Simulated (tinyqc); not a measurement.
Alloy A(1-x)B(x) by interpolation with bowing, step by step. Values are carried at full precision from step to step, so a last printed digit may differ when a step is redone from the rounded ones.

Each gap follows E(x) = (1 - x) E_A + x E_B - C x (1 - x); the lattice constant follows Vegard, a(x) = (1 - x) a_A + x a_B.

Constants: hc = 1239.841984 eV nm; kB = 8.617333262e-05 eV/K.

Parameters, chosen for this exercise (A near InP, B near GaP; the results hold for these values, not for the real material): a = (5.863, 5.457) angstrom (lattice constant of A, B); x = 0.72 (fraction of B); Eg = (1.425, 2.898) eV (gap at Gamma to the s-like level of A, B); EgX = (2.394, 2.374) eV (gap to the lowest valley along Gamma-X of A, B); EgL = (1.989, 2.727) eV (gap to L of A, B); C = (0.626, 0.2, 1.018) eV (bowing of the Gamma, X and L gaps); Dso = (0.11, 0.08) eV (spin-orbit splitting of A, B); Ep = (20.9, 31.4) eV (Kane energy of A, B); me = (0.0804, 0.1287) m0 (electron mass at Gamma of A, B); Cs = 0 eV (bowing of Dso); md = (0.1081, 0.88, 0.54) m0 (density-of-states masses of Gamma, all X and all L valleys); T = 200 K (temperature).

## Gaps and lattice constant at x

Also give the wavelength hc/E of the lowest gap.

a(x) = 5.5707 angstrom

linear parts (eV): Gamma 2.4856, X 2.3796, L 2.5204

bowing terms C x (1 - x) (eV): Gamma 0.1262, X 0.0403, L 0.2052

gaps (eV): Gamma 2.3594, X 2.3393, L 2.3151

wavelength of the lowest gap = 535.5 nm

The lowest valley is L, so the gap is indirect; the next, X, lies 24 meV higher, whereas the linear parts alone would put X lowest.

## Where the valleys cross

The difference of two gaps is a quadratic q2 x^2 + q1 x + q0 with q2 = C_i - C_j, q1 = (E_B - E_A - C)_i - (E_B - E_A - C)_j, q0 = E_A,i - E_A,j; give its roots between 0 and 1 (a dash: none).

Crossings:
```
pair         q2     q1      q0  first root  second root
Gamma-X   0.426  1.067  -0.969      0.7080            -
Gamma-L  -0.392  1.127  -0.564      0.6453            -
X-L      -0.818  0.060   0.405      0.7413            -
```

The lowest valley changes at x = 0.645 (Gamma to L, gap 2.232 eV) and x = 0.741 (L to X, gap 2.341 eV). The middle valley is lowest only in a narrow window, which small changes of the inputs would close. The other crossings lie above the lowest valley.

## Electron mass of the alloy

Mass at Gamma from the Kane formula 1/m = F + Ep (Eg + 2 Dso/3)/(Eg (Eg + Dso)). F is fixed by the masses of A and B and interpolated linearly, as is Ep; Eg and Dso carry their bowing.

Compare with the linear interpolation of the masses.

F of A, B: [-1.8785, -2.9680]

Ep, Eg, Dso at x (eV): [28.4600, 2.3594, 0.0884]

m(x) from the Kane formula = 0.1081 m0
m(x) linear = 0.1152 m0

The Kane value lies 6.2 % below the linear one. The Gamma valley is not the lowest at this x.

## Shares of the electrons in the valleys

Non-degenerate: n_i proportional to md_i^(3/2) exp(-E_i/kT).

md^(3/2): Gamma 0.0355, X 0.8255, L 0.3968

(E - E_min)/kT: Gamma 2.57, X 1.40, L 0.00

shares: Gamma 0.005, X 0.337, L 0.658

L holds most electrons (65.8 %).

## Checks

- The Gamma and X gaps at their crossing x = 0.7080 (eV): both 2.3385.
- The Gamma and L gaps at their crossing x = 0.6453 (eV): both 2.2322.
- The X and L gaps at their crossing x = 0.7413 (eV): both 2.3408.

Run: tinyqc, `OMP_NUM_THREADS=1 python tinyqc.py 1080105 1080106 out.jsonl`; Intel(R) Xeon(R) Processor @ 2.30GHz, one thread, shared host; about 0.01 s of CPU time with all checks.
